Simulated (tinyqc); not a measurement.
Lateral field, substrate current, probability of reaching the oxide barrier and hot-carrier lifetime of a silicon transistor (pseudo-two-dimensional and lucky-electron models). From substrate current I_sub/W back to drain voltage V_D. Computed by tinyqc, a small Python program. Command: `OMP_NUM_THREADS=1 python tinyqc.py 3000054 3000055 out.jsonl hotcar inv`. One thread of a shared host (Intel(R) Xeon(R) Processor @ 2.30GHz), about 0.01 s of CPU time with the checks.

Local-field models: a lucky carrier gains its energy at the peak field over a path free of collisions. Voltages are magnitudes.

Inputs (values chosen for the exercise, modelled on a silicon p-channel):

| quantity | value | unit |
|---|---|---|
| channel length L | 250 | nm |
| oxide thickness t | 4.8 | nm |
| junction depth x_j | 51 | nm |
| mobility mu | 120 | cm^2/(V s) |
| saturation velocity v_s | 0.72 | 1e7 cm/s |
| threshold voltage V_T | 0.46 | V |
| gate voltage V_G | 1.1 | V |
| ionisation prefactor A_i | 8.5e+06 | 1/cm |
| ionisation field B_i | 3.81 | MV/cm |
| hot-carrier mean free path lambda | 4.6 | nm |
| oxide barrier phi_b | 4.6 | eV |
| interface-trap threshold phi_it | 4.5 | eV |
| lifetime constant H | 200 | s microampere/micrometre |

Drain: abrupt.

Constants: eps_0 = 8.8541878128e-12 F/m.

Method:
- C_ox = 3.9 eps_0/t; F_sat = 2 v_s/mu; V_Dsat = V_ov F_sat L/(V_ov + F_sat L), V_ov = V_G - V_T; I_D/W = C_ox v_s (V_ov - V_Dsat).
- Scale length l = 0.22 t^(1/3) x_j^(1/2) (all in cm); F_m = sqrt(((V_D - V_Dsat)/l_e)^2 + F_sat^2), with l_e = l; length of the velocity-saturated region l_e ln((V_D - V_Dsat)/(l_e F_sat) + F_m/F_sat).
- Substrate current I_sub/I_D = (A_i/B_i)(V_D - V_Dsat) exp(-B_i/F_m); probability of reaching the oxide barrier exp(-phi_b/(e lambda F_m)); lifetime tau = (H/(I_D/W)) exp(phi_it/(e lambda F_m)).

Task: A run gave the result below. Find the drain voltage V_D, known to lie between 1.5 and 3.1 V.

substrate current I_sub/W = 0.03898476 microampere/micrometre

Result:

Each step takes the trial c = (a f_b - b f_a)/(f_b - f_a), f being the result less the target and a, b, c the logarithms of the listed values; c replaces end b, the old b replaces a if the sign of f changed, and otherwise f_a is halved.

Scan of the range:

| drain voltage V_D (V) | substrate current I_sub/W (microampere/micrometre) |
|---|---|
| 1.50 | 1.36513e-04 |
| 1.69 | 1.09998e-03 |
| 1.91 | 6.97642e-03 |
| 2.16 | 3.43603e-02 |
| 2.43 | 1.28116e-01 |
| 2.75 | 4.23275e-01 |
| 3.10 | 1.15484e+00 |

False position (Illinois rule, in the logarithm of the input) inside the bracket:

| step | end a | end b | trial | substrate current I_sub/W (microampere/micrometre) |
|---|---|---|---|---|
| 1 | 2.16000 | 2.43000 | 2.17259 | 0.0368319 |
| 2 | 2.43000 | 2.17259 | 2.17833 | 0.0380071 |
| 3 | 2.43000 | 2.17833 | 2.18345 | 0.0390797 |
| 4 | 2.17833 | 2.18345 | 2.18299 | 0.0389837 |
| 5 | 2.18345 | 2.18299 | 2.18300 | 0.0389848 |
| 6 | 2.18345 | 2.18300 | 2.18300 | 0.0389848 |
| 7 | 2.18300 | 2.18300 | 2.18300 | 0.0389848 |

Substrate current I_sub/W rises at every point of a 13-point scan of the range (every second point is shown), so one value fits; it is bracketed by 2.16 and 2.43. Answer: drain voltage V_D = 2.183 V.
